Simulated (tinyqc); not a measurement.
Worked calculation: RKS/PBE in the sto-3g basis, for H3+, spin multiplicity 1. One step of it, computed by the program tinyqc.

Problem. Iteration 1: building the Kohn-Sham matrix. J_ij = sum D_kl (ij|kl); F = H + J + V_xc; E = tr D H + tr D J / 2 + E_xc + E_nn.

D at the start, order 1H 1s, 2H 1s, 3H 1s:
```
[[0.614059, 0.050097, 0.050106],
 [0.050097, 0.629215, 0.044016],
 [0.050106, 0.044016, 0.629185]]
```

core Hamiltonian H = T + V (hartree), order 1H 1s, 2H 1s, 3H 1s:
```
[[-1.468880, -0.890046, -0.890663],
 [-0.890046, -1.380596, -0.663060],
 [-0.890663, -0.663060, -1.380845]]
```

Two-electron integrals (ij|kl) in chemists' order, unique and non-zero (hartree):
```
(11|11) 0.774606   (21|11) 0.297009   (21|21) 0.146994   (22|11) 0.469335
(22|21) 0.297009   (22|22) 0.774606   (31|11) 0.297268   (31|21) 0.126153
(31|22) 0.217333   (31|31) 0.147219   (32|11) 0.179238   (32|21) 0.094895
(32|22) 0.203222   (32|31) 0.094958   (32|32) 0.075101   (33|11) 0.469519
(33|21) 0.217235   (33|22) 0.399771   (33|31) 0.297268   (33|32) 0.203222
(33|33) 0.774606
```

nuclear repulsion = 1.44824600 hartree

V_xc (hartree), order 1H 1s, 2H 1s, 3H 1s:
```
[[-0.408876, -0.183396, -0.183649],
 [-0.183396, -0.401022, -0.129732],
 [-0.183649, -0.129732, -0.401150]]
```

E_xc = sum of w rho eps_xc = -0.62849458 hartree

Give: Coulomb J; Kohn-Sham matrix F; total energy of this density.

Solution.

Coulomb J (hartree), order 1H 1s, 2H 1s, 3H 1s:
```
[[1.1417, 0.5417, 0.5421],
 [0.5417, 1.0966, 0.3914],
 [0.5421, 0.3914, 1.0967]]
```

Kohn-Sham matrix F (hartree), order 1H 1s, 2H 1s, 3H 1s:
```
[[-0.7360, -0.5318, -0.5322],
 [-0.5318, -0.6851, -0.4014],
 [-0.5322, -0.4014, -0.6853]]
```

total energy of this density = -0.944478 hartree

This density is the starting one; it is not idempotent, so its energy is not variational and may lie below the converged one.
